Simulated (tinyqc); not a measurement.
# Thin-film transistor with exponential tail and deep states, accumulation layer, step by step

tinyqc, about 0.01 s, one thread, Intel Xeon 2.30GHz (shared host): `OMP_NUM_THREADS=1 python tinyqc.py 2610030 2610031 out.jsonl` Printed values are rounded.

An undoped film in accumulation, thicker than the space-charge layer. With band bending psi the Fermi level lies E0 - psi below the band edge. Free electrons n = n0 exp(psi/Vt) carry the current; electrons in two exponential distributions of traps, a = a0 exp(psi/Va) and d = d0 exp(psi/Vp), do not. Linear regime, ohmic contacts, traps in equilibrium.

Inputs (values chosen for the exercise); values close to those of amorphous indium gallium zinc oxide: temperature T = 270 K; relative permittivity of the semiconductor eps_r = 10; density of extended states Nc = 5.7e18 cm^-3; band mobility mb = 14 cm^2/(V s); total density of tail states Nt = 4.2e18 cm^-3; characteristic temperature of the tail Tt = 370 K; total density of deep states Nd = 6.3e16 cm^-3; characteristic temperature of the deep states Td = 1580 K; bulk Fermi level below the band edge E0 = 0.48 eV; gate capacitance Ci = 35 nF/cm^2; ratio W/L WL = 20; drain voltage Vd = 0.1 V; gate voltage above flat band Vg = 12 V.

Constants: q = 1.602176634e-19 C, kB = 1.380649e-23 J/K, Vt = kB T/q, eps0 = 8.8541878128e-14 F/cm where lengths are in cm. Results are converted to the units shown.

Range of the model: The Fermi level at the surface comes within 2 Vt of the band edge, where the exponential forms for free and trapped electrons fail. The th form assumes a Fermi level far below the band edge; at the surface it overcounts the filled tail by a factor of about 4.3.

## Bulk densities

Va = kB Tt/q, Vp = kB Td/q; n0 = Nc exp(-E0/Vt), a0 = Nt th(T/Tt) exp(-E0/Va), d0 = Nd th(T/Td) exp(-E0/Vp), th(x) = pi x/sin(pi x).

Va = 0.0318841 V
Vp = 0.136154 V
th(T/Tt) = 3.05395
n0 = 6.25560e9 cm^-3
a0 = 3.71553e12 cm^-3
d0 = 1.94686e15 cm^-3

## Iteration 1: surface potential by Newton steps

psi at the start = 0.53 V

Va = kB Tt/q, Vp = kB Td/q. G(psi) = sum over the three kinds of c0 [V (exp(psi/V) - 1) - psi], field F = sqrt(2 q G/(eps0 eps_r)); Vg = psi + eps0 eps_r F/Ci at the surface. f = psi + eps0 eps_r F/Ci - Vg, f' = 1 + q rho/(Ci F) with rho = sum c0 (exp(psi/V) - 1); psi(new) = psi - f/f'.

F = 1061.12 kV/cm
f = 15.3738 V
f' = 477.775
psi after iteration 1 = 0.497822 V

## Iteration 2: surface potential by Newton steps

As before.

F = 604.444 kV/cm
f = 3.78885 V
f' = 264.300
psi after iteration 2 = 0.483487 V

## Course of the iteration: surface potential by Newton steps

Stop when psi changes by less than 1e-10 V, or after 30 iterations. psi must stay between 0 and 5 V.

Course of the iteration:
```
iteration   psi (V)  |change| (V)
1          0.497822        0.0322
2          0.483487        0.0143
3          0.481281       2.21e-3
4          0.481236       4.46e-5
5          0.481236       1.78e-8
6          0.481236       < 1e-14
```

Converged in 6 iterations. At the end the number of correct digits about doubles with each step.

## Free and total charge, current

psi_s = 0.481236 V

Va = kB Tt/q, Vp = kB Td/q. G(psi) = sum over the three kinds of c0 [V (exp(psi/V) - 1) - psi], field F = sqrt(2 q G/(eps0 eps_r)); Vg = psi + eps0 eps_r F/Ci at the surface. Total charge Q = Ci (Vg - psi_s); free charge Qf = q times the integral of n0 (exp(psi/Vt) - 1)/F over psi from 0 to psi_s; I = (W/L) mb Qf Vd; effective mobility mb Qf/Q.

surface densities (cm^-3): free 6.01106e18, tail 1.33337e19, deep 6.67344e16
Q = 403.157 nC/cm^2
Qf = 78.8955 nC/cm^2
effective mobility = 2.73972 cm^2/(V s)
I = 2209.07 nA

19.6 % of the induced charge is free, against 31.0 % of the electrons right at the surface.
